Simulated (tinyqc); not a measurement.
## CMOS latch-up, two-transistor model: effect of the current gain of the pnp

A parasitic pnp (emitter at Vdd, base shunted by Rw) and npn (emitter at ground, base shunted by Rs) feed each other: the npn collector current flows out of the pnp base node, the pnp collector current into the npn base node. Forward-active transistors with constant gains: Icn = Isn exp(Vn/Vt), Icp = Isp (exp(Vp/Vt) - 1). A current Ii is injected into the npn base node.

Node equations: Vp/Rw + Icp/bp = Icn and Vn/Rs + Icn/bn = Icp + Ii. Loop gain G = gn gp/[(1/Rw + gp/bp)(1/Rs + gn/bn)], gn = Icn/Vt, gp = (Icp + Isp)/Vt; the off state ends where G = 1, and Ii there is the trigger current. On state with both base-emitter voltages at Von: npn base current Ib = (Von/Rs + bp Von/Rw)/(bn bp - 1), holding current Ih = (bn + 1) Ib + Von/Rs, holding voltage Vh = Vsat + Von + R2 (Ib + Von/Rs).

Parameters, values chosen for the exercise; values close to those of bulk CMOS:
```
symbol    value  unit                                            meaning
T           300     K                                        temperature
bn          1.8                                  current gain of the npn
Isn     1.5e-15     A                 saturation current of the npn at T
Isp     1.3e-15     A                 saturation current of the pnp at T
Rs           57   ohm              substrate resistance shunting the npn
Rw         1400   ohm                   well resistance shunting the pnp
R2          450   ohm  resistance from the pnp collector to the npn base
Von        0.75     V               base-emitter voltage in the on state
Vsat       0.17     V                                 saturation voltage
Vdd         1.8     V                                     supply voltage
```

Constants: q = 1.602176634e-19 C, kB = 1.380649e-23 J/K, Vt = kB T/q. Results are converted to the units shown.

Effect of the current gain of the pnp:
```
bp,Vn at trigger (V),trigger current (mA),Ih (mA),Vh (V)
0.82,0.7189,12.55,93.14,19.70
1.3,0.6948,12.29,42.11,11.49
2,0.6864,12.23,28.48,9.304
3.1,0.6843,12.21,22.22,8.297
4.9,0.6835,12.20,18.81,7.749
7.7,0.6831,12.20,16.92,7.446
12,0.6829,12.20,15.82,7.269
```

As bp goes from 0.82 to 12, the trigger current falls from 12.6 to 12.2 mA, Ih falls from 93.1 to 15.8 mA and Vh falls from 19.7 to 7.27 V. Vh exceeds the supply Vdd = 1.8 V, which then cannot sustain a latched state, in 7 of the 7 rows. For bp = 0.33, 0.52 the product of the gains is about one or less, so there is no latched state. For bp = 0.82 the holding current passes 50 mA, where high injection lowers the gains.

Program tinyqc, `OMP_NUM_THREADS=1 python tinyqc.py 2670064 2670065 out.jsonl`; Intel Xeon 2.30GHz, shared host, one thread, about 0.04 s.
